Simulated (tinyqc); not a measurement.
Inside a calculation. Model: crystallisation kinetics and data retention of a phase-change cell.

Program tinyqc, `OMP_NUM_THREADS=1 python tinyqc.py 2490063 2490064 out.jsonl`; Intel Xeon 2.30GHz, shared host, one thread, about 0.02 s. Printed values are rounded.

Johnson-Mehl-Avrami-Kolmogorov law X = 1 - exp(-y^n), y = integral of k dt, k = (1/100 s) exp[-(Ec q/kB)(1/T - 1/T1)].

Inputs (values chosen for the exercise); values of the order of Ge-Sb-Te and related chalcogenides: activation energy of crystallisation Ec = 2.24 eV; temperature at which the rate k is 1/(100 s) T1 = 427 K; Avrami exponent n = 2; crystalline share at which the state is lost Xf = 0.4; storage temperature T = 339 K; heating rate b = 5 K/min; start of the ramp table Ta = 392 K; step of the table dT = 4 K; steps m = 10.

Constants: q = 1.602176634e-19 C, kB = 1.380649e-23 J/K. Results are converted to the units shown.

Range of the model: One Arrhenius rate is assumed; incubation, growth from the boundary and the non-Arrhenius kinetics of the supercooled liquid are left out.

## Retention

At fixed T the state fails at t = (-ln(1 - Xf))^(1/n)/k; ten years are 3.15576e8 s.

k = 1.37085e-9 1/s
y at failure = 0.714721
time to fail = 5.21369e8 s
the same in years = 16.5212
temperature for ten years = 341.234 K

The cell meets ten years at 339 K.

## A heating ramp

T rises at the rate b. Start with y = k (kB Ta^2/(q Ec))/b, the integral from cold to Ta to leading order; over each step k is taken as exponential in T, so y gains (dT/b)(k2 - k1)/ln(k2/k1). dX/dt = n y^(n - 1) k exp(-y^n), listed as 0 once y^n exceeds 23.

```
point,T (K),k (1/s),y,X,dX/dt (1/s)
0,392,4.35962e-5,0.00309262,9.56425e-6,2.69650e-7
1,396,8.51813e-5,0.00607269,3.68768e-5,1.03452e-6
2,400,1.64219e-4,0.0118522,1.40466e-4,3.89217e-6
3,404,3.12504e-4,0.0229146,5.24939e-4,1.43143e-5
4,408,5.87233e-4,0.0438196,0.00191832,5.13659e-5
5,412,0.00109005,0.0828381,0.00683866,1.79360e-4
6,416,0.00199946,0.154793,0.0236761,6.04350e-4
7,420,0.00362546,0.285943,0.0785102,0.00191058
8,424,0.00650036,0.522287,0.238742,0.00516902
9,428,0.0115285,0.943517,0.589437,0.00893165
10,432,0.0202301,1.68625,0.941775,0.00397245
```

Among the points the rate is largest at 428 K, where X = 0.589; the exact peak lies at 428.3 K.
